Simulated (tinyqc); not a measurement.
The network against temperature: hopping conduction between localised states. Computed by tinyqc, a small Python program. Command: `OMP_NUM_THREADS=1 python tinyqc.py 3009857 3009858 out.jsonl hop walk`. One thread of a shared host (Intel(R) Xeon(R) Processor @ 2.30GHz), about 0.01 s of CPU time with the checks.

Energies are counted from the Fermi level. A small network shows the mechanism; the laws of an infinite system follow.

Inputs (values chosen for the exercise, for a model amorphous semiconductor): localisation length xi = 0.6 nm; temperature T = 10 K.

Dimension: 3D.

sites of the small network (nm, nm, meV):
```
      x     y  energy
1     0  0.38   -0.04
2  0.65  0.26   -4.19
3  1.14  0.44   -3.32
4  1.83  0.84    0.08
5  2.61  0.43   -2.16
6  2.96  0.49    3.78
7   3.7  0.43   -0.34
```

Constants: k_B = 8.617333262e-05 eV/K.

Method:
- Miller-Abrahams exponent s_ij = 2 r_ij/xi + (|E_i| + |E_j| + |E_i - E_j|)/(2 k_B T); G_ij = G_0 exp(-s_ij).
- Site 1 is held at potential 1 and site 7 at 0; Kirchhoff's law sum_j G_ij (u_i - u_j) = 0 fixes the others; G = sum_j G_1j (1 - u_j).
- Critical exponent s_c: the smallest value such that bonds with s_ij <= s_c connect site 1 with site 7.
- The last column is the length of the critical bond.

Network:

| T (K) | -ln(G/G_0) | s_c | critical hop (nm) |
|---|---|---|---|
| 3.0 | 8.2443 | 8.0060 | 1.9144 |
| 4.5 | 7.7373 | 7.4645 | 1.9144 |
| 7.0 | 7.2053 | 7.0777 | 1.9144 |
| 10.0 | 6.6885 | 6.4290 | 1.8869 |
| 15.0 | 5.9758 | 5.4448 | 0.6610 |
| 25.0 | 5.1519 | 4.3872 | 0.7424 |
| 50.0 | 4.4231 | 3.4572 | 0.8812 |
| 150.0 | 3.9013 | 3.1106 | 0.8812 |

What follows from these numbers?

-ln(G/G_0) follows s_c within 1.0. The critical hop is 1.91 nm long at the lowest T and 0.881 nm at the highest: on cooling the carrier goes farther to find a site of nearer energy, which is variable-range hopping, though in so small a sample not at every step.

Extremes, crossings and ranges named in words are read from the listed rows.
